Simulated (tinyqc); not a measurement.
Power iteration on a symmetric matrix, step by step. Computed by tinyqc, a small Python program that keeps every step. Settings: method = power, shift = -0.17. Command: `OMP_NUM_THREADS=1 python tinyqc.py 20653 20654 out.jsonl` (the two numbers bound the seeds that draw the settings). One thread of a shared host (Intel(R) Xeon(R) Processor @ 2.60GHz), about 0.01 s of CPU time with the checks.

A:
```
[[0.2560, -0.0120, -0.3810, 0.1500],
 [-0.0120, 0.3050, -0.2440, -0.1520],
 [-0.3810, -0.2440, 1.0160, -0.0190],
 [0.1500, -0.1520, -0.0190, 1.2580]]
```

Stop when the residual |A v - lambda v| is below 1e-9.

Steps:
```
step    lambda  residual
1     1.178865  3.27e-01
2     1.276449  8.78e-02
3     1.284223  5.01e-02
4     1.287448  4.53e-02
5     1.290204  4.35e-02
6     1.292751  4.19e-02
7     1.295107  4.03e-02
8     1.297273  3.85e-02
9     1.299252  3.68e-02
10    1.301051  3.50e-02
11    1.302678  3.33e-02
12    1.304143  3.15e-02
13    1.305456  2.98e-02
14    1.306629  2.82e-02
15    1.307674  2.66e-02
16    1.308601  2.50e-02
17    1.309422  2.35e-02
18    1.310147  2.21e-02
19    1.310787  2.07e-02
20    1.311350  1.94e-02
21    1.311844  1.82e-02
22    1.312278  1.71e-02
23    1.312659  1.60e-02
24    1.312992  1.49e-02
25    1.313283  1.40e-02
26    1.313537  1.31e-02
27    1.313760  1.22e-02
28    1.313954  1.14e-02
29    1.314123  1.06e-02
30    1.314271  9.94e-03
```

Can the last value be used, and what does the course show?

Not by the stop rule. Not converged in 30 steps: the residual falls only by the ratio of the two largest distances of eigenvalues from the shift, 0.93 a step. all eigenvalues, for comparison: [0.0450, 0.2600, 1.2147, 1.3153].
